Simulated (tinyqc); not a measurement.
Gated graphene, quantum capacitance: two steps of the calculation.

phi is the Fermi level above the Dirac point, in volts; Vg is counted from the gate voltage of charge neutrality. Ideal linear bands, no charge puddles.

Inputs (values chosen for the exercise); values close to those of graphene: temperature T = 300 K; Fermi velocity vF = 1.07e6 m/s; density of traps Dit = 0 cm^-2 eV^-1; gate voltage Vg = 0.88 V.

Constants: q = 1.602176634e-19 C, kB = 1.380649e-23 J/K, hbar = 1.054571817e-34 J s, Vt = kB T/q. Results are converted to the units shown.

Question 1. New phi. N0 = (2/pi)(kB T/(hbar vF))^2; n = N0 F1(phi/Vt), p = N0 F1(-phi/Vt), F1(e) = int_0^infinity u du/(1 + exp(u - e)) = -Li2(-exp(e)); Cq = q d(n - p)/dphi = (q N0/Vt) ln[2 (1 + cosh(phi/Vt))]. Newton: f = phi + q (n - p + Dit phi)/Cox - Vg, phi(new) = phi - f/(1 + (Cq + q Dit)/Cox).

phi after iteration 1 = 0.44697712 V
Cox = 0.34377347 uF/cm^2

Find: n; p; Cq; f; phi after iteration 2.

Answer 1.

n = 1.2962e13 cm^-2
p = 2657.6 cm^-2
Cq = 9.1913 uF/cm^2
f = 5.6080 V
phi after iteration 2 = 0.24479 V

Question 2. Charge and capacitances at the solution. 1/C_G = 1/Cox + 1/(Cq + q Dit); dphi/dVg = Cox/(Cox + Cq + q Dit).

converged phi = 0.14915127 V
Cox = 0.34377347 uF/cm^2

Wanted: n - p; Cq; C_G; dphi/dVg.

Answer 2.

n - p = 1.5682e12 cm^-2
Cq = 3.0703 uF/cm^2
C_G = 0.30916 uF/cm^2
dphi/dVg = 0.10069

Cq is 8.93 times Cox, so C_G is 89.9 % of Cox; 16.9 % of the gate voltage has gone into phi.

Computed by the program tinyqc: `OMP_NUM_THREADS=1 python tinyqc.py 2200153 2200154 out.jsonl`, one thread of a shared Intel Xeon 2.30GHz, about 0.01 s for the whole run.
